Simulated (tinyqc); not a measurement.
Wafer bonding and layer transfer: bond energy, gap closing, particles, bonding of dissimilar wafers and hydrogen blisters: one step, computed by the program tinyqc.

gamma is the energy per area of each of the two surfaces; plates are isotropic.

Problem. Bond energy from the blade test. Two cantilevers opened by t_b: gamma = 3 t_b^2 E1 t1^3 E2 t2^3/(16 L^4 (E1 t1^3 + E2 t2^3)).

Inputs (values chosen for the exercise, with wafer 1 close to silicon):
```
quantity             value        unit
Young's modulus E1     161         GPa
Young's modulus E2     388         GPa
thickness t1           625  micrometre
thickness t2           500  micrometre
blade thickness t_b    150  micrometre
crack length L        17.8          mm
```

Pair: two different wafers.

Give: bond energy gamma.

Solution.

bond energy gamma = 0.91240 J/m^2

An error of 5 % in L changes gamma by about 20 %. This is the level of partly covalent bonding.
